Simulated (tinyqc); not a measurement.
Koster-Slater impurity in a tight-binding band, by Green functions and by supercells: one step, computed by the program tinyqc.

One orbital per site, e(k) = -2 t sum cos(k_i) over 3 direction(s), band from -6 t to 6 t, lattice constant 1. One site has the extra energy U. Spin is left out.

Problem. The level in the supercell. In a periodic cell of N sites along each direction with Bloch vector K, the level solves 1/U = N^-d sum_k 1/(E - e(k)), k_i = (2 pi m_i + K_i)/N, m_i = 0..N-1; the outermost root on the side of U is taken (bisection). d is the number of directions. Gamma means K_i = 0, the zone corner K_i = pi, the quarter point K_i = pi/2. The error is measured against the isolated level E_b.

Inputs (values chosen for the exercise, for a model band): hopping t = 2 eV; impurity potential U = 11.5 eV; supercell edge N = 4 sites.

Lattice: simple cubic.

level E_b = 13.82827 eV

Give: level at Gamma; level at the corner; level at the quarter point; error at Gamma; width between Gamma and the corner.

Solution.

level at Gamma = 14.01 eV

level at the corner = 13.68 eV

level at the quarter point = 13.83 eV

error at Gamma = 0.1826 eV

width between Gamma and the corner = 0.3289 eV

Images turn the level into a band 0.329 eV wide; the quarter point misses the isolated level by -0.0018 eV, far less than Gamma, because the leading hopping between images averages out there.
